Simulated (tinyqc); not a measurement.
RHF in the sto-6g basis, for H3-, spin multiplicity 1, step by step. The basis has no diffuse functions, so it cannot describe the extra electron: this is an exercise in the method, not the real anion. Computed by tinyqc, a small Python program that keeps every step (integrals from PySCF). Settings: charge = -1, multiplicity = 1, basis = sto-6g, energy threshold = 1e-10, iteration cap = 70, orthogonalisation = symmetric, start = highest core orbitals, DIIS depth = 3, damping = 0.5, method = RHF. Command: `OMP_NUM_THREADS=1 python tinyqc.py 22425 22426 out.jsonl` (the two numbers bound the seeds that draw the settings). One thread of a shared host (Intel(R) Xeon(R) Processor @ 2.60GHz), about 0.05 s of CPU time with the checks. Later iterations appear only in the table of the cycle.

## One-electron integrals

Geometry (angstrom):
```
atom         x         y          z
H     0.000000  0.000000   0.000000
H     0.000000  0.000000   0.950000
H     0.000000  0.000000  -0.950000
```

Basis sto-6g: exponents (1/bohr^2) and contraction coefficients of normalised primitives:
```
element  l (shell)   exponent  coefficient
H            s (1)  35.523221     0.009164
H            s (1)   6.513144     0.049361
H            s (1)   1.822143     0.168538
H            s (1)   0.625955     0.370563
H            s (1)   0.243077     0.416492
H            s (1)   0.100112     0.130334
```

Overlap, kinetic and nuclear-attraction integrals over the contracted functions; the nuclear repulsion is the sum of Za Zb / Rab.

nuclear repulsion = 1.39257161 hartree

overlap S:
```
          1H 1s     2H 1s     3H 1s
1H 1s  1.000000  0.526570  0.526570
2H 1s  0.526570  1.000000  0.140524
3H 1s  0.526570  0.140524  1.000000
```

kinetic energy T (hartree):
```
          1H 1s      2H 1s      3H 1s
1H 1s  0.768522   0.130697   0.130697
2H 1s  0.130697   0.768522  -0.010343
3H 1s  0.130697  -0.010343   0.768522
```

nuclear attraction V (hartree):
```
           1H 1s      2H 1s      3H 1s
1H 1s  -2.311745  -1.061707  -1.061707
2H 1s  -1.061707  -2.053962  -0.260321
3H 1s  -1.061707  -0.260321  -2.053962
```

core Hamiltonian H = T + V (hartree):
```
           1H 1s      2H 1s      3H 1s
1H 1s  -1.543223  -0.931010  -0.931010
2H 1s  -0.931010  -1.285440  -0.270664
3H 1s  -0.931010  -0.270664  -1.285440
```

## Two-electron integrals

Functions are numbered as in S; the eight-fold symmetry (ij|kl) = (ji|kl) = (kl|ij) leaves the list below.

Two-electron integrals (ij|kl) in chemists' order, unique and non-zero (hartree):
```
(11|11) 0.774999   (21|11) 0.333090   (21|21) 0.179701   (22|11) 0.494610
(22|21) 0.333090   (22|22) 0.774999   (31|11) 0.333090   (31|21) 0.133537
(31|22) 0.192159   (31|31) 0.179701   (32|11) 0.084057   (32|21) 0.039922
(32|22) 0.067151   (32|31) 0.039922   (32|32) 0.010244   (33|11) 0.494610
(33|21) 0.192159   (33|22) 0.277127   (33|31) 0.333090   (33|32) 0.067151
(33|33) 0.774999
```

## Orthogonalisation

S = U s U^T; symmetric (Loewdin) form X = U s^(-1/2) U^T, so that X^T S X = 1.

eigenvalues of S: 0.322273  0.859476  1.818251

X:
```
           1H 1s      2H 1s      3H 1s
1H 1s   1.299467  -0.359001  -0.359001
2H 1s  -0.359001   1.141159   0.062503
3H 1s  -0.359001   0.062503   1.141159
```

## Starting guess

The start is the highest orbitals of the core Hamiltonian (a deliberately bad start); D = 2 C_occ C_occ^T.

D at the start:
```
           1H 1s      2H 1s      3H 1s
1H 1s   2.857345  -2.135524  -2.135524
2H 1s  -2.135524   2.759548   0.432549
3H 1s  -2.135524   0.432549   2.759548
```

## Iteration 1: building the Fock matrix

J_ij = sum D_kl (ij|kl), K_ij = sum D_kl (ik|jl); F = H + J - 0.5 K; E = tr D H + tr D J / 2 - 0.25 tr D K + E_nn.

Coulomb J (hartree):
```
          1H 1s     2H 1s     3H 1s
1H 1s  2.171676  1.097884  1.097884
2H 1s  1.097884  2.131392  0.278634
3H 1s  1.097884  0.278634  2.131392
```

exchange K (hartree):
```
          1H 1s      2H 1s      3H 1s
1H 1s  0.476464   0.176797   0.176797
2H 1s  0.176797   1.145323  -0.114756
3H 1s  0.176797  -0.114756   1.145323
```

Fock matrix F (hartree):
```
          1H 1s     2H 1s     3H 1s
1H 1s  0.390221  0.078475  0.078475
2H 1s  0.078475  0.273291  0.065348
3H 1s  0.078475  0.065348  0.273291
```

total energy of this density = 0.50464660 hartree

This density is the starting one.

## Iteration 1: diagonalisation and new density

Diagonalise F' = X^T F X, C = X C', fill 2 alpha and 2 beta electrons from the bottom; D = 2 C_occ C_occ^T; the new density keeps 0.5 of the old one (damping). Each column has its largest component positive (the first on a tie).

F' = X^T F X (hartree):
```
           1          2          3
1   0.599784  -0.185401  -0.185401
2  -0.185401   0.348753   0.106811
3  -0.185401   0.106811   0.348753
```

orbital energies (hartree): MO1 0.241942, MO2 0.255742, MO3 0.799606

coefficients C:
```
             MO1       MO2        MO3
1H 1s   0.000000  0.383861   1.341279
2H 1s   0.762725  0.459333  -0.801433
3H 1s  -0.762725  0.459333  -0.801433
```

D after iteration 1:
```
           1H 1s      2H 1s      3H 1s
1H 1s   1.576021  -0.891442  -0.891442
2H 1s  -0.891442   2.172511  -0.154488
3H 1s  -0.891442  -0.154488   2.172511
```

## Iteration 2: building the Fock matrix

As before.

Coulomb J (hartree):
```
          1H 1s     2H 1s     3H 1s
1H 1s  2.156816  1.095263  1.095263
2H 1s  1.095263  2.108065  0.278729
3H 1s  1.095263  0.278729  2.108065
```

exchange K (hartree):
```
          1H 1s     2H 1s     3H 1s
1H 1s  0.773238  0.504393  0.504393
2H 1s  0.504393  1.303376  0.044060
3H 1s  0.504393  0.044060  1.303376
```

Fock matrix F (hartree):
```
           1H 1s      2H 1s      3H 1s
1H 1s   0.226974  -0.087944  -0.087944
2H 1s  -0.087944   0.170937  -0.013965
3H 1s  -0.087944  -0.013965   0.170937
```

total energy of this density = -0.20526820 hartree

This density is a damped mixture and is not idempotent.

## Iteration 2: DIIS over 2 matrices

error matrix X^T (FDS - SDF) X:
```
          1          2          3
1  0.000000  -0.173858  -0.173858
2  0.173858   0.000000   0.000000
3  0.173858   0.000000   0.000000
```

B (overlaps of the stored error matrices):
```
               1              2
1  1.4925671e-01  1.3433593e-01
2  1.3433593e-01  1.2090675e-01
```

Minimise |sum c_i e_i|^2 with sum c_i = 1: solve [B -1; -1 0][c; lambda] = [0; -1] with B_ij = tr e_i^T e_j, and take F = sum c_i F_i.

DIIS coefficients: -9.003284  10.003284

extrapolated F (hartree):
```
           1H 1s      2H 1s      3H 1s
1H 1s  -1.242785  -1.586255  -1.586255
2H 1s  -1.586255  -0.750586  -0.728042
3H 1s  -1.586255  -0.728042  -0.750586
```

## Iteration 2: diagonalisation and new density

As before.

F' = X^T F X (hartree):
```
           1          2          3
1   0.480292  -1.671260  -1.671260
2  -1.671260   0.126485   0.152715
3  -1.671260   0.152715   0.126485
```

orbital energies (hartree): MO1 -1.985910, MO2 -0.026230, MO3 2.745402

coefficients C:
```
            MO1        MO2        MO3
1H 1s  0.532572   0.000000   1.289474
2H 1s  0.366089   0.762725  -0.848093
3H 1s  0.366089  -0.762725  -0.848093
```

D after iteration 2:
```
           1H 1s      2H 1s      3H 1s
1H 1s   1.071644  -0.250752  -0.250752
2H 1s  -0.250752   1.802026  -0.524973
3H 1s  -0.250752  -0.524973   1.802026
```

## Iteration 3: building the Fock matrix

As before.

Coulomb J (hartree):
```
          1H 1s     2H 1s     3H 1s
1H 1s  2.190778  1.104459  1.104459
2H 1s  1.104459  2.092084  0.281296
3H 1s  1.104459  0.281296  2.092084
```

exchange K (hartree):
```
          1H 1s     2H 1s     3H 1s
1H 1s  1.003874  0.683647  0.683647
2H 1s  0.683647  1.350031  0.117868
3H 1s  0.683647  0.117868  1.350031
```

Fock matrix F (hartree):
```
           1H 1s      2H 1s      3H 1s
1H 1s   0.145617  -0.168375  -0.168375
2H 1s  -0.168375   0.131629  -0.048302
3H 1s  -0.168375  -0.048302   0.131629
```

total energy of this density = -0.71669924 hartree

This density is a damped mixture and is not idempotent.

## Iteration 3: DIIS over 3 matrices

error matrix X^T (FDS - SDF) X:
```
          1          2          3
1  0.000000  -0.077617  -0.077617
2  0.077617   0.000000   0.000000
3  0.077617   0.000000   0.000000
```

B (overlaps of the stored error matrices):
```
               1              2              3
1  1.4925671e-01  1.3433593e-01  5.9972738e-02
2  1.3433593e-01  1.2090675e-01  5.3977433e-02
3  5.9972738e-02  5.3977433e-02  2.4097606e-02
```

As before.

DIIS coefficients: -0.536208  -0.162687  1.698895

extrapolated F (hartree):
```
           1H 1s      2H 1s      3H 1s
1H 1s   0.001222  -0.313822  -0.313822
2H 1s  -0.313822   0.049273  -0.114828
3H 1s  -0.313822  -0.114828   0.049273
```

## Iteration 3: diagonalisation and new density

As before.

F' = X^T F X (hartree):
```
           1          2          3
1   0.570772  -0.543991  -0.543991
2  -0.543991   0.319351   0.128419
3  -0.543991   0.128419   0.319351
```

orbital energies (hartree): MO1 -0.262502, MO2 0.190932, MO3 1.281044

coefficients C:
```
            MO1        MO2        MO3
1H 1s  0.508460   0.000000   1.299171
2H 1s  0.381823   0.762725  -0.841126
3H 1s  0.381823  -0.762725  -0.841126
```

D after iteration 3:
```
          1H 1s      2H 1s      3H 1s
1H 1s  0.794354   0.068766   0.068766
2H 1s  0.068766   1.628552  -0.698447
3H 1s  0.068766  -0.698447   1.628552
```

## Iteration 36 (converged): orbitals

converged F (hartree):
```
           1H 1s      2H 1s      3H 1s
1H 1s   0.063434  -0.250696  -0.250696
2H 1s  -0.250696   0.086908  -0.085211
3H 1s  -0.250696  -0.085211   0.086908
```

Diagonalise F' = X^T F X, C = X C', fill 2 alpha and 2 beta electrons from the bottom; D = 2 C_occ C_occ^T. Each column has its largest component positive (the first on a tie).

F' = X^T F X (hartree):
```
           1          2          3
1   0.575362  -0.487064  -0.487064
2  -0.487064   0.326194   0.125934
3  -0.487064   0.125934   0.326194
```

orbital energies (hartree): MO1 -0.177819, MO2 0.200260, MO3 1.205308

coefficients C:
```
            MO1        MO2        MO3
1H 1s  0.502320   0.000000   1.301557
2H 1s  0.385790   0.762725  -0.839314
3H 1s  0.385790  -0.762725  -0.839314
```

D after iteration 36:
```
          1H 1s      2H 1s      3H 1s
1H 1s  0.504651   0.387581   0.387581
2H 1s  0.387581   1.461168  -0.865831
3H 1s  0.387581  -0.865831   1.461168
```

## Convergence

Stop when the energy changes by less than 1e-10 hartree and every element of the error matrix X^T (F D S - S D F) X is below 3e-06.

Course of the cycle:
```
iteration  E (hartree)     change  largest element of the error matrix
1           0.50464660          -                             1.93e-01
2          -0.20526820  -7.10e-01                             1.74e-01
3          -0.71669924  -5.11e-01                             7.76e-02
4          -1.01474235  -2.98e-01                             3.66e-02
5          -1.17399048  -1.59e-01                             1.84e-02
6          -1.25613545  -8.21e-02                             9.23e-03
7          -1.29783730  -4.17e-02                             4.60e-03
8          -1.31884558  -2.10e-02                             2.30e-03
9          -1.32938903  -1.05e-02                             1.15e-03
10         -1.33467057  -5.28e-03                             5.74e-04
11         -1.33731381  -2.64e-03                             2.87e-04
12         -1.33863604  -1.32e-03                             1.44e-04
13         -1.33929730  -6.61e-04                             7.18e-05
14         -1.33962798  -3.31e-04                             3.59e-05
...                ...        ...                                  ...
23         -1.33995803  -6.46e-07                             7.01e-08
24         -1.33995835  -3.23e-07                             3.51e-08
25         -1.33995851  -1.61e-07                             1.75e-08
26         -1.33995859  -8.07e-08                             8.76e-09
27         -1.33995863  -4.04e-08                             4.38e-09
28         -1.33995865  -2.02e-08                             2.19e-09
29         -1.33995866  -1.01e-08                             1.10e-09
30         -1.33995867  -5.05e-09                             5.48e-10
31         -1.33995867  -2.52e-09                             2.74e-10
32         -1.33995867  -1.26e-09                             1.37e-10
33         -1.33995867  -6.31e-10                             6.85e-11
34         -1.33995867  -3.15e-10                             3.42e-11
35         -1.33995867  -1.58e-10                             1.71e-11
36         -1.33995867  -7.88e-11                             8.56e-12
```

PySCF RHF in the same basis = -1.33995867 hartree

Converged in 36 iterations.

## Populations, bond orders and dipole

Mulliken: Z minus the diagonal of D S on the atom; Loewdin: the same with S^(1/2) D S^(1/2); Mayer order: 2 sum_s sum (D(s) S)_ij (D(s) S)_ji over the two atoms.

Charges (e):
```
atom   Mulliken    Loewdin
1H     0.087173   0.089098
2H    -0.543586  -0.544549
3H    -0.543586  -0.544549
```

Mayer bond orders:
```
pair     order
2-1   0.496200
3-1   0.496200
3-2   0.208313
```

dipole moment about the origin, x y z (debye): 0.000000  0.000000  0.000000
